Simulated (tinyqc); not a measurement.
On-chip power grid, static voltage drop by conjugate gradients: one step of the calculation.

A grid of 4 rows and 4 columns, node k = 4 row + column. Neighbours in a row are joined by Rx, in a column by Ry; pad nodes, which reach the supply through Rp: 0, 15. Each node draws I0, node 9 draws kh I0. The drops u = Vdd - V solve G u = i, with G the conductance matrix (1/Rp added on the diagonal at pad nodes).

Task. Conjugate-gradient step. q = G p; a = (r.r)/(p.q); u(new) = u + a p; r(new) = r - a q; b = (r.r)(new)/(r.r); p(new) = r(new) + b p.

Parameters, values chosen for the exercise: resistance of a horizontal segment Rx = 1.1 ohm; resistance of a vertical segment Ry = 1.6 ohm; resistance from a pad node to the supply Rp = 0.095 ohm.

u after iteration 2 (mV):
```
           col 0      col 1      col 2      col 3
row 0   1.596000  11.178222  11.178222  11.178222
row 1  11.178222  11.178222  11.178222  11.178222
row 2  11.178222  11.178222  11.178222  11.178222
row 3  11.178222  11.178222  11.178222   1.596000
```

r after iteration 2 (mA):
```
            col 0       col 1       col 2       col 3
row 0   0.0000000  -6.6111111   2.1000000   2.1000000
row 1  -3.8888889   2.1000000   2.1000000   2.1000000
row 2   2.1000000   2.1000000   2.1000000  -3.8888889
row 3   2.1000000   2.1000000  -6.6111111   0.0000000
```

p after iteration 2 (mA):
```
           col 0       col 1       col 2      col 3
row 0  0.0000000  -1.1090535   7.6020576  7.6020576
row 1  1.6131687   7.6020576   7.6020576  7.6020576
row 2  7.6020576   7.6020576   7.6020576  1.6131687
row 3  7.6020576   7.6020576  -1.1090535  0.0000000
```

Wanted: q; a; u after iteration 3; r after iteration 3; b; p after iteration 3.

Result.

q (mA S):
```
       col 0   col 1   col 2  col 3
row 0   0.00  -14.37    7.92   0.00
row 1  -8.18   10.89    0.00   3.74
row 2   3.74    0.00   10.89  -8.18
row 3   0.00    7.92  -14.37   0.00
```

a = 0.4643 ohm

u after iteration 3 (mV):
```
       col 0  col 1  col 2  col 3
row 0   1.60  10.66  14.71  14.71
row 1  11.93  14.71  14.71  14.71
row 2  14.71  14.71  14.71  11.93
row 3  14.71  14.71  10.66   1.60
```

r after iteration 3 (mA):
```
        col 0   col 1   col 2   col 3
row 0   0.000   0.062  -1.577   2.100
row 1  -0.091  -2.956   2.100   0.362
row 2   0.362   2.100  -2.956  -0.091
row 3   2.100  -1.577   0.062   0.000
```

b = 0.2496

p after iteration 3 (mA):
```
       col 0   col 1   col 2  col 3
row 0  0.000  -0.214   0.320  3.998
row 1  0.312  -1.059   3.998  2.260
row 2  2.260   3.998  -1.059  0.312
row 3  3.998   0.320  -0.214  0.000
```

tinyqc, about 0.1 s, one thread, Intel Xeon 2.30GHz (shared host): `OMP_NUM_THREADS=1 python tinyqc.py 2770123 2770124 out.jsonl`
